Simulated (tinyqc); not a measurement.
# Fully depleted semiconductor-on-insulator film with two gates, non-linear Poisson equation by Newton steps: effects of single changes

One dimension across the film, front interface at x = 0, back interface at x = ts. psi is counted from the intrinsic level, n = ni exp(psi/Vt) (source grounded), holes neglected, acceptors ionised. Gates act through Cox = eps0 eox/tox and Cbox = 3.9 eps0/tb with potentials G1 = Vg - (phiM - chi - Vt ln(Nc/ni)) and G2 = Vb - (phiB - chi - Vt ln(Nc/ni)). Classical Boltzmann densities, no interface charge, no depletion in the back plane.

Values chosen for this exercise; band and dielectric values close to those of silicon: temperature T = 400 K; band gap Eg = 1.14 eV; relative permittivity eps_r = 11.9; conduction-band density of states at T Nc = 4.34e19 cm^-3; valence-band density of states at T Nv = 4.05e19 cm^-3; electron affinity chi = 3.99 eV; relative permittivity of the gate insulator (close to silicon dioxide) eox = 3.9; insulator thickness tox = 2 nm; film thickness ts = 24 nm; buried-oxide thickness (eps_r 3.9) tb = 14 nm; acceptor density of the film Na = 1e15 cm^-3; work function of the front gate phiM = 4.51 eV; work function of the back plane phiB = 4.04 eV; back-gate voltage Vb = 0 V.

Constants: q = 1.602176634e-19 C, kB = 1.380649e-23 J/K, Vt = kB T/q, eps0 = 8.8541878128e-14 F/cm where lengths are in cm. Results are converted to the units shown.

Each table varies one quantity; the others keep the values above.

## Charge against front-gate voltage

ni = sqrt(Nc Nv) exp(-Eg/(2 Vt)), Eg in volts. The Poisson equation eps0 eps_r d2psi/dx2 = q (n + Na), with -eps0 eps_r dpsi/dx = Cox (G1 - psi) at x = 0 and eps0 eps_r dpsi/dx = Cbox (G2 - psi) at x = ts, is solved on 300 equal intervals with half boxes at both ends; N_inv is the trapezoid sum of n. Swing = ln 10/(d ln N_inv/dVg); the last column is (dN_inv/dVb)/(dN_inv/dVg).

Charge against front-gate voltage:
columns A: Vg (V); B: psi front (V); C: psi back (V); D: N_inv (cm^-2); E: centroid/ts; F: swing (mV/decade); G: q dN_inv/dVg over Cox; H: back/front leverage
```
A            B      C        D      E       F        G      H
-0.17  -0.0653  0.145   7.32e7  0.839     124  1.26e-4  0.563
-0.02   0.0720  0.233   1.21e9  0.796     122  0.00212  0.529
0.13     0.208  0.317  1.96e10  0.729     130   0.0321  0.476
0.28     0.335  0.376  1.82e11  0.600     199    0.195  0.366
0.43     0.433  0.397  7.06e11  0.407     328    0.459  0.232
0.58     0.496  0.403  1.63e12  0.266     521    0.670  0.173
0.73     0.536  0.405  2.82e12  0.190     770    0.782  0.151
0.88     0.564  0.406  4.14e12  0.147  1.05e3    0.843  0.141
1.03     0.584  0.407  5.53e12  0.120  1.34e3    0.879  0.136
```

N_inv passes 1e11 cm^-2 at Vg = 0.233 V. The swing starts at 124 mV a decade, against (1 + k) Vt ln 10 = 86.6 for a front channel with k = Cs Cbox/(Cox (Cs + Cbox)) = 0.0915, Cs = eps0 eps_r/ts; above threshold this column is no longer a subthreshold swing. The centroid falls from 0.839 to 0.120 of ts and the leverage of the back gate falls from 0.563 to 0.136. For Vg = 0.73, 0.88, 1.03 the density at an interface exceeds 0.3 Nc, where Boltzmann statistics fail. For Vg = 1.03 the classical centroid lies within 3 nm of an interface, where confinement, left out, would push it away.

## Threshold and coupling against the acceptor density of the film

VT is the Vg for N_inv = 1e11 cm^-2; -dVT/dVb from the linearised equation. Limits with Cs = eps0 eps_r/ts: front channel Cs Cbox/(Cox (Cs + Cbox)), back channel Cbox (Cox + Cs)/(Cox Cs). Swing at N_inv = 1e8 cm^-2.

The same in every row: front-channel limit = 0.0915; back-channel limit = 0.705.

Threshold and coupling against the acceptor density of the film:
```
Na (cm^-3)  VT (V)  centroid/ts at VT  -dVT/dVb  swing (mV/decade)
1e15         0.233              0.651     0.410                124
3e15         0.234              0.650     0.409                124
9e15         0.237              0.646     0.406                124
3e16         0.248              0.631     0.396                124
8e16         0.273              0.592     0.371                123
2e17         0.329              0.482     0.307                120
7e17         0.493              0.116     0.139               95.8
2e18         0.777             0.0259     0.102               87.5
```

Read the table: what changes, and by how much?

As Na goes from 1e15 to 2e18, VT rises from 0.233 to 0.777 V, the centroid falls from 0.651 to 0.0259 of ts and -dVT/dVb falls from 0.410 to 0.102. The coupling covers 52.0 % of the way from the front-channel to the back-channel limit in the first row and 1.67 % in the last.

Program tinyqc, `OMP_NUM_THREADS=1 python tinyqc.py 2190174 2190175 out.jsonl`; Intel Xeon 2.30GHz, shared host, one thread, about 0.5 s.
